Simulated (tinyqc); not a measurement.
Three-level Kane dispersion of a narrow-gap semiconductor: sweeps and comparisons. A value that a table varies takes the place of the one given here.

Zero of energy at Gamma8, c = hbar^2/2m0, P^2 = Ep c. The free-electron term and remote bands are left out, so the heavy holes are flat at E = 0 and the other three bands obey E (E - Eg)(E + Dso) = P^2 k^2 (E + 2 Dso/3). The conduction band is the highest root; its edge is Ec = max(Eg, 0).

Degenerate electrons at T = 0: kF = (3 pi^2 n)^(1/3), 1 cm^-3 = 1e-24 angstrom^-3; EF is the highest root at kF. The momentum (cyclotron, optical) mass is m(E) = hbar^2 k/(dE/dk) = c d(k^2)/dE with d(k^2)/dE = k^2 [1/E + 1/(E - Eg) + 1/(E + Dso) - 1/(E + 2 Dso/3)]; the density of states is k d(k^2)/dE/(2 pi^2).

Edge mass m0* = 3 |Eg|/(2 Ep).
Constants: hbar^2/2m0 = 3.80998211 eV angstrom^2.

Parameters, chosen for this exercise (a gap close to zero; shifted at random, so the results belong to these values and not to a real crystal): Eg = -0.029 eV (E(Gamma6) - E(Gamma8)); Dso = 0.97 eV (spin-orbit splitting); Ep = 19.6 eV (Kane energy); k = 0.04 1/angstrom (wave vector); n = 7e+17 cm^-3 (electron density).

## Filling the band

n from 1e15 to 1e19 cm^-3. The last column is the local power d ln(EF - Ec)/d ln n = kF^2/(1.5 (EF - Ec) d(k^2)/dE).

Results:
```
n (cm^-3),kF (1/angstrom),EF - Ec (meV),parabolic (meV),m(EF),m(EF)/m0*,power
1.0e+15,0.00309,11.8,16.4,0.0040,1.79,0.520
1.0e+16,0.00667,35.1,76.3,0.0074,3.33,0.435
3.0e+16,0.00961,55.8,158.6,0.0103,4.65,0.408
1.0e+17,0.01436,90.0,354.0,0.0150,6.76,0.388
3.0e+17,0.02071,136.8,736.3,0.0212,9.55,0.376
1.0e+18,0.03094,213.9,1643.0,0.0309,13.92,0.368
3.0e+18,0.04462,319.6,3417.6,0.0435,19.61,0.364
1.0e+19,0.06665,494.1,7626.1,0.0633,28.54,0.361
```

The power falls from 0.520 to 0.361: 2/3 marks a parabola, 1/3 a linear band. The parabola errs by more than 10 % even in the first row. The mass has doubled by n = 1.0e+16 cm^-3 and ends at 28.5 times its edge value.

## Closing and inverting the gap

Eg is varied at fixed k, Dso and Ep. Edge mass: Eg (Eg + Dso)/(Ep (Eg + 2 Dso/3)) for Eg > 0, 3 |Eg|/(2 Ep) for Eg < 0. The Gamma6 weight of the conduction state is 1/(1 + P^2 k^2 [(2/3)/E^2 + (1/3)/(E + Dso)^2]).

Results:
```
Eg (eV),m0*,highest root (eV),middle (eV),lowest (eV),E - Ec (meV),Gamma6 weight
-0.300,0.02296,0.1792,-0.4183,-1.0309,179.2,0.285
-0.150,0.01148,0.2298,-0.3295,-1.0203,229.8,0.394
-0.060,0.00459,0.2687,-0.2832,-1.0154,268.7,0.470
-0.015,0.00115,0.2906,-0.2623,-1.0133,290.6,0.508
0.015,0.00114,0.3063,-0.2493,-1.0120,291.3,0.534
0.060,0.00446,0.3311,-0.2310,-1.0102,271.1,0.571
0.150,0.01076,0.3858,-0.1989,-1.0070,235.8,0.642
0.300,0.02053,0.4899,-0.1573,-1.0026,189.9,0.740
```

The edge mass vanishes with |Eg| from both sides, yet the kinetic energy at this k stays finite, at most 291.3 meV in the table; at Eg = 0 the two-level form, without the split-off band, gives the linear value sqrt(2/3) P k = 282.2 meV. The Gamma6 weight of the conduction state goes smoothly from 0.28 to 0.74 and is 0.51 and 0.53 in the two rows next to Eg = 0: at finite k nothing jumps at the inversion.

## What each parameter does

Edge mass, EF - Ec and m(EF). Each row changes one parameter from the base and keeps the others.

Results:
```
case,m0* (m0),EF - Ec (meV),m(EF) (m0)
base,0.00222,187.53,0.02764
n = 1.4e+18 cm^-3,0.00222,242.00,0.03433
Eg = -0.0333 eV,0.00255,185.48,0.02767
Dso = 0.8245 eV,0.00222,188.65,0.02739
Ep = 16.66 eV,0.00261,171.34,0.03013
```

The largest shifts from the base row, up to three for each result and ties (the steps differ in size, so this ranks the rows, not the parameters). m0* (m0): Ep +0.00039, Eg +0.00033; unchanged at the printed digits by n and Dso. EF - Ec (meV): n +54.47, Ep -16.19, Eg -2.05. m(EF) (m0): n +0.00668, Ep +0.00249, Dso -0.00025.

Program tinyqc; command `OMP_NUM_THREADS=1 python tinyqc.py 1050863 1050864 out.jsonl`; about 0.01 s on one thread of a shared Intel(R) Xeon(R) Processor @ 2.30GHz.
